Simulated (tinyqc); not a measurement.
# ESD clamp with bipolar snapback, compact model and design window: what changes with what

The drain junction multiplies the current that enters it: Igen = (M - 1)(Ic + I0), M = 1/(1 - (Vj/BV)^n). The generated holes leave through the substrate resistance and the base of the parasitic npn: Igen = Vb/Rb + Ic/be, Ic = Is exp(Vb/Vt). Terminal current I = Ic + I0 + Igen and voltage V = Vj + I Ro, per width. Isothermal, constant gain.

Values chosen for this exercise; values close to those of grounded-gate n-channel clamps:
```
symbol    value    unit                               meaning
T           300       K                           temperature
BV         10.9       V            junction breakdown voltage
n           3.1                exponent of the multiplication
be          4.2             current gain of the parasitic npn
Is      1.9e-17    A/um                    saturation current
I0      1.1e-11    A/um                      junction leakage
Rb         6200  ohm um                  substrate resistance
Ro          440  ohm um  drain ballast and contact resistance
It2         7.8   mA/um            failure current for 100 ns
```

Constants: q = 1.602176634e-19 C, kB = 1.380649e-23 J/K, Vt = kB T/q. Results are converted to the units shown.

Each table varies one quantity; the others keep the values above.

## Effect of the current gain of the parasitic npn

For given Vb: Ic, Igen, M = 1 + Igen/(Ic + I0), Vj = BV (1 - 1/M)^(1/n), I and V. Vt1 is the maximum of V along the curve, Vh the following minimum, Vt2 the voltage at I = It2. It1 and Ih are the currents at Vt1 and Vh.

Effect of the current gain of the parasitic npn:
```
be   Vt1 (V)  It1 (uA/um)  Vh (V)  Ih (uA/um)  Vt2 (V)  Vt2 - Vt1 (V)
1      10.94        90.61   9.492       843.8    12.20          1.259
1.7    10.94        90.57   8.875        1039    11.42         0.4821
2.9    10.94        90.54   8.205        1256    10.57        -0.3639
4.9    10.94        90.53   7.564        1485    9.749         -1.189
8.2    10.94        90.52   7.000        1718    9.000         -1.937
14     10.94        90.51   6.513        1959    8.323         -2.614
24     10.94        90.51   6.133        2186    7.764         -3.174
40     10.94        90.51   5.868        2375    7.350         -3.588
```

What does the table show?

As be goes from 1 to 40, Vt1 stays near 10.9 V, It1 stays near 90.5 uA/um, Vh falls from 9.49 to 5.87 V and Vt2 falls from 12.2 to 7.35 V. Vt2 exceeds Vt1, the condition for all fingers to turn on, in 2 of the 8 rows. A higher gain needs less multiplication to hold, so Vh falls.

## Effect of the drain ballast and contact resistance

Same model as above.

Effect of the drain ballast and contact resistance:
```
Ro (ohm um)  Vt1 (V)  It1 (uA/um)  Vh (V)  Ih (uA/um)  Vt2 (V)  Vt2 - Vt1 (V)
30             10.90        78.66   6.778        6034    6.789         -4.113
52             10.90        81.08   6.892        4518    6.961         -3.943
92             10.91        83.59   7.045        3337    7.273         -3.634
160            10.91        86.03   7.239        2477    7.803         -3.110
280            10.92        88.51   7.491        1823    8.739         -2.184
490            10.94        91.01   7.816        1333    10.38        -0.5651
860            10.98        93.59   8.231       966.0    13.26          2.287
1500           11.04        96.23   8.751       695.5    18.26          7.218
```

As Ro goes from 30 to 1500 ohm um, Vt1 rises from 10.9 to 11.0 V, It1 rises from 78.7 to 96.2 uA/um, Vh rises from 6.78 to 8.75 V and Vt2 rises from 6.79 to 18.3 V. Vt2 exceeds Vt1, the condition for all fingers to turn on, in 2 of the 8 rows. Ballast buys uniform turn-on with a higher clamping voltage.

## Effect of the substrate resistance

Same model as above.

Effect of the substrate resistance:
```
Rb (ohm um)  Vt1 (V)  It1 (uA/um)  Vh (V)  Ih (uA/um)  Vt2 (V)  Vt2 - Vt1 (V)
620            11.37         1122   10.26        3662    11.10        -0.2726
1300           11.11        499.5   9.187        2764    10.50        -0.6109
2900           10.99        208.1   8.329        1982    10.15        -0.8366
6200           10.94        90.53   7.747        1417    9.987        -0.9506
13000          10.92        40.06   7.343        1007    9.909         -1.008
29000          10.91        16.44   7.037       688.0    9.869         -1.038
62000          10.90        7.022   6.838       475.7    9.852         -1.051
```

As Rb goes from 620 to 62000 ohm um, Vt1 falls from 11.4 to 10.9 V, It1 falls from 1120 to 7.02 uA/um, Vh falls from 10.3 to 6.84 V and Vt2 falls from 11.1 to 9.85 V. Vt2 exceeds Vt1, the condition for all fingers to turn on, in 0 of the 7 rows. It1 goes as Rb^(-1.10); the product It1 Rb, close to the base voltage at the trigger, goes from 0.696 to 0.435 V.

Computed by the program tinyqc: `OMP_NUM_THREADS=1 python tinyqc.py 2670041 2670042 out.jsonl`, one thread of a shared Intel Xeon 2.30GHz, about 0.01 s for the whole run.
